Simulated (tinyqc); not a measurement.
Haynes-Shockley experiment: drift, diffusion and decay of a minority-carrier pulse: one step, computed by the program tinyqc.

A thin sheet of excess carriers is made at x = 0, t = 0 in a long uniform bar; injection is low, so the pulse moves with the minority mobility.

Problem. Two distances. dn(x, t) = N0/sqrt(4 pi D t) exp(-(x - v t)^2/(4 D t) - t/tau). At fixed x the signal peaks where d ln(dn)/dt = 0: a t^2 + t/2 - x^2/(4 D) = 0 with a = v^2/(4 D) + 1/tau. Differences remove part of the bias: mu = (d2 - d)/(F (t_p2 - t_p)). The time-integrated signal is A(x) = (N0/u) exp(x (v - u)/(2 D)), u = sqrt(v^2 + 4 D/tau); the simple lifetime is tau = (t_p2 - t_p)/ln(A(d)/A(d2)).

Inputs (values chosen for the exercise, modelled on electrons in p-type germanium in a lightly doped bar):

| quantity | value | unit |
|---|---|---|
| lifetime tau | 45 | microsecond |
| temperature T | 300 | K |
| field F | 22 | V/cm |
| distance d to the collector | 1.1 | cm |
| second distance d2 | 2.5 | cm |

drift velocity v = 88220 cm/s

D = 103.6665 cm^2/s

time of the peak t_p = 12.44816 microsecond

Give: t_p2; mobility from two distances; area ratio A(d)/A(d2); lifetime from areas.

Solution.

t_p2 = 28.3 microsecond

mobility from two distances = 4012 cm^2/(V s)

area ratio A(d)/A(d2) = 1.42

lifetime from areas = 45.0 microsecond
